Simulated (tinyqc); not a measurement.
Changing the temperature T: concentration-dependent dopant diffusion with charged defects and the built-in field. Computed by tinyqc, a small Python program. Command: `OMP_NUM_THREADS=1 python tinyqc.py 3022882 3022883 out.jsonl extrinsic sweep`. One thread of a shared host (Intel(R) Xeon(R) Processor @ 2.30GHz), about 0.7 s of CPU time with the checks.

A constant source C_s feeds a half space. The dopant moves through neutral point defects and through charged ones, whose number grows with the majority carrier density n.

Inputs (values chosen for the exercise, modelled on antimony in silicon):
```
quantity,value,unit
neutral prefactor D0x,0.246,cm^2/s
neutral activation energy E0,3.65,eV
singly charged prefactor D01,15,cm^2/s
activation energy E1,4.08,eV
surface concentration C_s,1.5e+19,1/cm^3
junction level C_B,1.1e+16,1/cm^3
time t,720,s
```

Field enhancement: off.

Constants: k_B = 8.617333262e-05 eV/K.

Method:
- n_i = 3.87e16 T^1.5 exp(-7014/T) per cm^3 (T in kelvin, an empirical form); each D = prefactor x exp(-E/(k_B T)); the intrinsic diffusivity D_i is their sum.
- Temperatures in kelvin are T(C) + 273.15.
- n = C/2 + sqrt(C^2/4 + n_i^2); D(C) = h [Dx + D1 (n/n_i)], h = 1.
- With y = x/sqrt(D_s t), u = C/C_s and q = -(D/D_s) du/dy: du/dy = -q D_s/D, dq/dy = -(y/2) q D_s/D, u(0) = 1. The surface flux q(0) is shot so that u tends to 0 (LSODA, an adaptive multistep solver, relative tolerance 1e-10). Dose Q = 2 q(0) C_s sqrt(D_s t).
- The junction lies where C = C_B.

One run for each value:
```
temperature T (C),junction depth x_j (nm),enhancement D_s/D_i,n_i (1/cm^3),intrinsic diffusivity D_i (cm^2/s)
850,5.91,2.8751,2.8264e+18,1.7683e-17
900,13.49,2.4191,3.9372e+18,9.5908e-17
950,28.97,2.0778,5.3521e+18,4.5659e-16
1000,58.94,1.8248,7.1191e+18,1.9359e-15
1050,114.20,1.6382,9.2883e+18,7.4006e-15
1100,211.70,1.5006,1.1910e+19,2.5782e-14
1150,376.95,1.3985,1.5037e+19,8.2605e-14
```

Describe and explain the trends.

Over the rows, junction depth x_j (nm) rises from 5.91 to 377; enhancement D_s/D_i falls from 2.88 to 1.40. The enhancement drops as T rises, because n_i grows relative to C_s.

Caution (rows 850, 900, 950, 1000, 1050, 1100): the built-in field is switched off although C_s exceeds n_i; with it D_s would be larger by the factor 1 + C_s/sqrt(C_s^2 + 4 n_i^2).
